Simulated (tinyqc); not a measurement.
Length of a molecular wire: coherent transport through a tight-binding bridge. Computed by the program tinyqc. 

A uniform bridge between two chains:
```
parameter                        value
site energy (eV)              1.990000
hopping in the bridge (eV)    0.680000
lead hopping (eV)             2.860000
couplings (eV)              0.34, 0.72
E (eV)                        0.100000
```

T = Gamma_L Gamma_R |G_1n|^2 with the self-energies of semi-infinite chains.

Transmission against length:
```
sites           T     ln T
2      1.3759e-03   -6.589
3      2.4573e-04   -8.311
4      4.4239e-05  -10.026
5      7.9760e-06  -11.739
6      1.4384e-06  -13.452
7      2.5941e-07  -15.165
8      4.6784e-08  -16.878
9      8.4375e-09  -18.591
10     1.5217e-09  -20.303
```

E lies outside the band of the bridge (|E - e|/2h = 1.390 > 1), so T decays as exp(-beta n) with beta = 2 arccosh(1.390) = 1.7129 a site; the last two rows give 1.7129.
